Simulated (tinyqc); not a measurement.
The same layer on three faces: band edges of strained Si(1-x)Ge(x) on relaxed Si(1-y)Ge(y).

Values are linear in the Ge fraction but for ED(x) = linear - CD x (1 - x) and a(x) = linear - Ca x (1 - x). Energies are on the common scale of Ev.

Coherent growth: e_par = (a(y) - a(x))/a(x). (001): e_perp = -2 (C12/C11) e_par; exx = eyy = e_par, ezz = e_perp, no shear. (111): e_perp = -(2 C11 + 4 C12 - 4 C44)/(C11 + 2 C12 + 4 C44) e_par; exx = eyy = ezz = (2 e_par + e_perp)/3 and exy = eyz = ezx = (e_perp - e_par)/3. (110): e_perp = -(C11 + 3 C12 - 2 C44)/(C11 + C12 + 2 C44) e_par; exx = eyy = (e_par + e_perp)/2, ezz = e_par, exy = (e_perp - e_par)/2, eyz = ezx = 0.

A valley with unit axis u lies at Ev + gap + (av + a_valley) tr(e) + Xu (u.e.u - tr(e)/3); the Delta axes are x, y, z and the L axes [111], [1-1-1], [-11-1], [-1-11]. The second-order shift of the Delta valleys under shear is left out; it lowers the pair normal to the sheared plane by tens of meV at a shear of 1 %.

Valence edges: Ev plus the levels of the 6 x 6 matrix of X, Y, Z times spin with -Dso/3 + l exx + m (eyy + ezz) on the diagonal (cyclic), n exy off it, l = av + 2 b, m = av - b, n = sqrt(3) d. Spin-orbit term (Dso/3) L.sigma on X, Y, Z with (L_k)_ij = -i epsilon_kij: <X+|H|Y+> = -i Dso/3, <X+|H|Z-> = Dso/3, <Y+|H|Z-> = -i Dso/3, <Z+|H|X-> = -Dso/3, <Z+|H|Y-> = i Dso/3, <X-|H|Y-> = i Dso/3, and their conjugates; + and - are the spin along z.

Values chosen for the exercise (end members near Si and Ge, in this order; shifted at random, so the results belong to these values and not to a real crystal): a = (5.437, 5.659) angstrom (lattice constant); Dso = (0.045, 0.294) eV (spin-orbit splitting); av = (2.49, 1.23) eV (valence hydrostatic potential); b = (-2.07, -2.56) eV (tetragonal shear potential); d = (-4.74, -5.27) eV (trigonal shear potential); C11 = (164.1, 129.4) GPa; C12 = (64.6, 49) GPa; C44 = (79.2, 66.2) GPa; Ev = (0, 0.7) eV (top of the unstrained valence band); ED = (1.17, 0.949) eV (gap to the Delta valleys); EL = (1.999, 0.728) eV (gap to the L valleys); aD = (1.72, 1.27) eV (hydrostatic potential of the Delta gap); aL = (-2.97, -2.91) eV (hydrostatic potential of the L gap); XuD = (9.37, 9.57) eV (uniaxial potential, Delta); XuL = (16.63, 15.32) eV (uniaxial potential, L); CD = 0.178 eV (bowing of the Delta gap); Ca = 0 angstrom (bowing of the lattice constant); x = 0.43 (Ge fraction of the layer); y = 0 (Ge fraction of the relaxed buffer).

dEc = Ec(buffer) - Ec(layer), dEv = Ev(layer) - Ev(buffer); buffer edges Ev(y) and Ev(y) + min(ED, EL). The digit behind Delta or L counts whole valleys.

Cases:
```
face
(001)
(111)
(110)
```

Rank the cases by gap (eV), lowest first.

Answer: (001), (110), (111).

Results:
```
face,e_par (%),lowest valleys,gap (eV),next valleys above (meV),valence splitting (meV),dEc (eV),dEv (eV),Delta spread (meV),L spread (meV)
(001),-1.73,Delta4,0.833,290,74,0.008,0.330,290,0
(111),-1.73,Delta6,0.919,455,74,-0.068,0.318,0,350
(110),-1.73,Delta2,0.839,122,77,0.009,0.322,122,276
```

On (001) only the Delta valleys split (290 meV), on (111) only the L valleys (350 meV), on (110) both (122 and 276 meV). The lowest valleys are Delta4 on (001), Delta6 on (111) and Delta2 on (110); the smallest gap is 0.833 eV on (001) and the largest 0.919 eV on (111).

(tinyqc, `OMP_NUM_THREADS=1 python tinyqc.py 1081527 1081528 out.jsonl`, Intel(R) Xeon(R) Processor @ 2.30GHz, 1 thread, shared host, about 0.01 s.)
